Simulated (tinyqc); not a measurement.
What moves the results: Franz-Keldysh effect at a direct gap. A value that a table varies takes the place of the one given here.

Parabolic bands, vertical transitions, no excitons. For each hole band j: mr = me mj/(me + mj); joint density of states J_j(E) = (mr/c)^(3/2) sqrt(E - Eg)/(2 pi^2), both spins, c = hbar^2/2m0; averaged matrix element |e.p|^2 = m0 Ep/6; alpha_j(E) = 4 pi^2 alpha_f c Ep J_j/(3 nr E) in 1/angstrom (alpha_f the fine-structure constant, listed as alpha among the constants), times 1e8 for 1/cm.

In a field Fd (1 kV/cm = 1e-5 V/angstrom) the electro-optic energy of band j is th = (c (e Fd)^2/mr)^(1/3), and sqrt(E - Eg) in J_j is replaced by pi sqrt(th) [Ai'(b)^2 - b Ai(b)^2] with b = (Eg - E)/th; Ai is the Airy function.

Constants: hbar^2/2m0 = 3.80998211 eV angstrom^2; fine-structure constant alpha = 0.007297352564.

Values chosen for the exercise (near those of GaAs; the results hold for these values, not for the real material): Eg = 1.399 eV (direct gap); me = 0.0697 m0 (electron mass); mhh = 0.509 m0 (heavy-hole mass); mlh = 0.0836 m0 (light-hole mass); Ep = 24.7 eV (Kane energy); nr = 3.6 (refractive index); Fd = 53 kV/cm (uniform field); det = 60 meV (detuning below the gap).

## Spectrum around the gap

Absorption (1/cm):
```
E - Eg (eV)  alpha(0)  alpha(F)  change
-0.0649             0     1.972       2
-0.0519             0     8.598       9
-0.0389             0     33.95      34
-0.0259             0     119.4     119
-0.0130             0     364.4     364
0.0000              0     961.4     961
0.0130           3119      2125    -994
0.0259           4363      3833    -530
0.0389           5299      5588     290
0.0519           6065      6582     517
0.0649           6722      6744      21
0.0778           7296      7028    -268
0.1038           8282      8400     118
0.1297           9100      9140      39
```

At the gap alpha(F) = 961 1/cm; 51.9 meV below it 8.6 1/cm remain, the tail falling as exp(-(4/3) b^(3/2)). Among the energies listed the largest rise is 961 1/cm at E - Eg = 0.0 meV and the largest fall -994 1/cm at 13.0 meV. It changes sign between 0.0 and 13.0 meV, between 25.9 and 38.9 meV, between 64.9 and 77.8 meV and between 77.8 and 103.8 meV; th is 25.9 meV for heavy holes and 30.4 meV for light holes.

## Tail absorption against field

At E = Eg - det; the field takes the values listed. The last column is the length for 10 dB of loss.

Results:
```
Fd (kV/cm)  th heavy (meV)  b heavy  alpha (1/cm)  length (micrometre)
10                    8.53    7.031      6.01e-08             3.83e+11
20                   13.55    4.429       0.00228             1.01e+07
40                   21.50    2.790         0.733             3.14e+04
60                   28.18    2.129          6.22             3.70e+03
100                  39.61    1.515          40.9                  563
150                  51.90    1.156           118                  195
250                  72.96    0.822           311                 74.1
400                  99.81    0.601           597                 38.6
```

alpha grows by 8.0 decades from 10 to 60 kV/cm and by a factor 1.92 over the last step, where the field grows by 1.6: the exponent (4/3) b^(3/2) goes as 1/Fd, so the gain is steep only while b > 1 (deep in the tail the light-hole pair, with its smaller b, carries most of it), that is up to 150 kV/cm of those listed. Values below about 10 1/cm lie under the Urbach and exciton tails of a real crystal, left out here.

## What moves the tail

At E = Eg - det. Each row changes one parameter from the base and keeps the others.

Results:
```
case             th heavy (meV)  alpha (1/cm)
base                     25.941         3.473
Fd = 68.9 kV/cm          30.900         11.17
det = 70 meV             25.941         1.080
me = 0.0802 m0           24.905         3.146
mlh = 0.1087 m0          25.941         3.285
Ep = 27.2 eV             25.941         3.824
nr = 3.78                25.941         3.307
```

The largest shifts from the base row, up to three for each result and ties (the steps differ in size, so this ranks the rows, not the parameters). th heavy (meV): Fd +4.958, me -1.037; unchanged at the printed digits by det, mlh, Ep and nr. alpha (1/cm): Fd +7.70, det -2.39, Ep +0.351.

Run: tinyqc, `OMP_NUM_THREADS=1 python tinyqc.py 1682429 1682430 out.jsonl`; Intel(R) Xeon(R) Processor @ 2.30GHz, one thread, shared host; about 0.01 s of CPU time with all checks.
